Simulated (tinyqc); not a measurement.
Hot electrons in a saturated n-channel MOSFET, lucky-electron model: two steps of the calculation.

Beyond pinch-off the lateral field grows as Esat cosh(y/l) over the velocity-saturated region (pseudo-two-dimensional model). Impact ionisation in this region gives the substrate current, which biases the body forward through Rsub. Currents are per width. Local-field laws: they overstate ionisation when the field peak is narrower than an energy relaxation length.

Inputs (values chosen for the exercise); values close to those of silicon n-channel devices: channel length L = 0.18 um; oxide thickness tox = 4.2 nm; junction depth xj = 58 nm; effective mobility mu = 410 cm^2/(V s); saturation velocity vs = 8.2e6 cm/s; hot-electron mean free path lm = 7.1 nm; oxide barrier pb = 3.2 V; prefactor of the gate current Cg = 0.0036; lifetime exponent m = 2.9; lifetime constant Hl = 5800 s uA/um.

Constants: eps0 = 8.8541878128e-14 F/cm where lengths are in cm. Results are converted to the units shown.

Question 1. Length and field scales. Cox = 3.9 eps0/tox, l = sqrt(3 tox xj), Esat = 2 vs/mu.

Give: Cox; l; Esat; Esat L.

Answer 1.

Cox = 0.82217 uF/cm^2
l = 27.033 nm
Esat = 0.040000 MV/cm
Esat L = 0.72000 V

Question 2. Gate current, lifetime and channel shortening. Ig = Cg Id exp(-pb/(lm Em)); lifetime tau = (Hl/Id)(Isub/Id)^(-m); length of the saturated region dL = l ln[(dV/l + Em)/Esat]. 1 year = 3.15576e7 s.

Id = 260.74955 uA/um
dV = 1.3488372 V
Em = 0.50055452 MV/cm
Isub = 12.869566 uA/um
l = 27.033313 nm
Esat = 0.04 MV/cm

Give: Isub/Id; Ig; tau; dL.

Answer 2.

Isub/Id = 0.04936
Ig = 115.4 pA/um
tau = 0.004339 years
dL = 87.00 nm

The lifetime misses ten years.

Computed by the program tinyqc: `OMP_NUM_THREADS=1 python tinyqc.py 2550119 2550120 out.jsonl`, one thread of a shared Intel Xeon 2.30GHz, about 0.01 s for the whole run.
